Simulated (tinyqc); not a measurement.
Worked calculation: sp3 tight binding, zinc-blende lattice. One step of it, computed by the program tinyqc.

Problem. Levels at L. Diagonalise the Hermitian matrix.

H(k) at L (eV), lower triangle (Hermitian):
```
                      a s                 a px                 a py                 a pz
a s            -19.890000
a px             0.000000            -9.890000
a py             0.000000             0.000000            -9.890000
a pz             0.000000             0.000000             0.000000            -9.890000
c s   -4.426499-4.426499i   2.807015+2.807015i   2.807015+2.807015i   2.807015+2.807015i
c px  -2.807015-2.807015i   1.632725+1.632725i  -4.027388-4.027388i  -4.027388-4.027388i
c py  -2.807015-2.807015i  -4.027388-4.027388i   1.632725+1.632725i  -4.027388-4.027388i
c pz  -2.807015-2.807015i  -4.027388-4.027388i  -4.027388-4.027388i   1.632725+1.632725i

             c s       c px       c py       c pz
c s   -11.060000
c px    0.000000  -5.290000
c py    0.000000   0.000000  -5.290000
c pz    0.000000   0.000000   0.000000  -5.290000
```

Give: eigenvalues.

Solution.

eigenvalues (eV): -25.076  -20.388  -15.918  -15.918  -4.300  0.738  0.738  3.634
